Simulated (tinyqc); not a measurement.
# Disorder broadening of a flat band (such as a Landau level) in the self-consistent Born approximation, step by step

tinyqc, about 0.01 s, one thread, Intel Xeon 2.30GHz (shared host): `OMP_NUM_THREADS=1 python tinyqc.py 2720046 2720047 out.jsonl` Printed values are rounded.

The local Green function is G = g0(z - Sigma) with z = E + i eta and g0(z) = 1/z; the self-energy is Sigma = D G. The density of states is -Im G/pi.

Inputs (values chosen for the exercise): variance of the random potential D = 0.14 eV^2; bare broadening eta = 0.045 eV; energy from the band centre E = -0.302 eV; mixing mix = 1.

Constants: q = 1.602176634e-19 C, hbar = 1.054571817e-34 J s. Results are converted to the units shown.

Range of the model: The self-consistent Born approximation misses band tails from rare fluctuations and localisation.

## Iteration 1: Born step

Sigma at the start = 0.00000+0.00000i eV

G = g0(z - Sigma), Sigma(out) = D G, Sigma(new) = Sigma + mix (Sigma(out) - Sigma).

G = -3.23934-0.48268i 1/eV
Sigma(out) = -0.453507-0.067576i eV
Sigma after iteration 1 = -0.453507-0.067576i eV

Sigma(out) of this first step, from Sigma = 0, is the plain (first) Born approximation.

## Iteration 2: Born step

As before.

G = 4.25252-3.15978i 1/eV
Sigma(out) = 0.595352-0.442370i eV
Sigma after iteration 2 = 0.595352-0.442370i eV

## Iteration 3: Born step

As before.

G = -0.860546-0.467380i 1/eV
Sigma(out) = -0.120477-0.065433i eV
Sigma after iteration 3 = -0.120477-0.065433i eV

## Course of the iteration

Stop when |Sigma(out) - Sigma| is below 1e-10 eV, or after 300 iterations; the start is Sigma = 0.

Course of the iteration:

| iteration | Re Sigma (eV) | Im Sigma (eV) | \|Sigma(out) - Sigma\| (eV) |
|---|---|---|---|
| 1 | -0.453507 | -0.067576 | 0.459 |
| 2 | 0.595352 | -0.442370 | 1.11 |
| 3 | -0.120477 | -0.065433 | 0.809 |
| 4 | -0.562910 | -0.342457 | 0.522 |
| 5 | 0.167406 | -0.248601 | 0.736 |
| 6 | -0.214380 | -0.134089 | 0.399 |
| 7 | -0.308597 | -0.630752 | 0.506 |
| 8 | 0.002022 | -0.207157 | 0.525 |
| 9 | -0.272818 | -0.226276 | 0.276 |
| ... | ... | ... | ... |
| 169 | -0.141101 | -0.320725 | 2.72e-10 |
| 170 | -0.141101 | -0.320725 | 2.39e-10 |
| 171 | -0.141101 | -0.320725 | 2.10e-10 |
| 172 | -0.141101 | -0.320725 | 1.84e-10 |
| 173 | -0.141101 | -0.320725 | 1.61e-10 |
| 174 | -0.141101 | -0.320725 | 1.41e-10 |
| 175 | -0.141101 | -0.320725 | 1.24e-10 |
| 176 | -0.141101 | -0.320725 | 1.09e-10 |
| 177 | -0.141101 | -0.320725 | 9.53e-11 |

Converged in 177 iterations. At the solution d Sigma(out)/d Sigma = -0.593+0.646i, so the error shrinks by |1 - mix + mix times that| = 0.877 a step.

## Density of states and lifetime

converged Sigma = -0.141101-0.320725i eV

G = Sigma/D, density of states -Im G/pi, lifetime hbar/(2 |Im Sigma|); without disorder the density of states is -Im g0(z)/pi. Closed form: G = (z - sqrt(z^2 - 4 D))/(2 D) with the root that gives Im G < 0; for eta -> 0 a semi-ellipse of half-width 2 sqrt(D).

density of states = 0.729213 1/eV
lifetime = 1.02613 fs
density of states without disorder = 0.153643 1/eV

Disorder makes the density of states at this energy 4.75 times the clean value.
